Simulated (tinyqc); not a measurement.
Plane-wave Kohn-Sham cycle with exchange-only LDA in a layered model solid, step by step. One step of it, computed by the program tinyqc.

Problem. Iteration 1: potential. V_H(G) = 4 pi rho(G)/G^2 for G != 0 (uniform background); v_x = -(3 rho/pi)^(1/3); V = V_ext + V_H + v_x; Fourier components f(G_m) = (1/N) sum_j f(x_j) exp(-i G_m x_j).

A solid whose potential varies along x alone (atomic units):
```
parameter,value
period a,12.600000
cross-section of the cell,27.000000
electrons per cell,2
grid points,16
"plane waves -n..n, n",3
k points,4
V1 in V1 cos(2 pi x/a),-0.640000
V2 in V2 cos(4 pi x/a),-0.180000
```

density at the start, on the grid x_j = j a/N (e/bohr^3): 0.00587889  0.00587889  0.00587889  0.00587889  0.00587889  0.00587889  0.00587889  0.00587889  0.00587889  0.00587889  0.00587889  0.00587889  0.00587889  0.00587889  0.00587889  0.00587889

Give: Potentials on the grid; V(G_m), m = 0, 1, 2, ....

Solution.

Potentials on the grid (hartree):
```
x,V_ext,V_H,v_x,V
0.000,-0.820,0.000,-0.178,-0.998
0.787,-0.719,0.000,-0.178,-0.896
1.575,-0.453,0.000,-0.178,-0.630
2.362,-0.118,0.000,-0.178,-0.295
3.150,0.180,0.000,-0.178,2.27e-03
3.938,0.372,0.000,-0.178,0.194
4.725,0.453,0.000,-0.178,0.275
5.513,0.464,0.000,-0.178,0.286
6.300,0.460,0.000,-0.178,0.282
7.088,0.464,0.000,-0.178,0.286
7.875,0.453,0.000,-0.178,0.275
8.662,0.372,0.000,-0.178,0.194
9.450,0.180,0.000,-0.178,2.27e-03
10.238,-0.118,0.000,-0.178,-0.295
11.025,-0.453,0.000,-0.178,-0.630
11.812,-0.719,0.000,-0.178,-0.896
```

V(G_m), m = 0, 1, 2, ... (hartree): -0.178  -0.320  -0.090  0.000  0.000  0.000  0.000
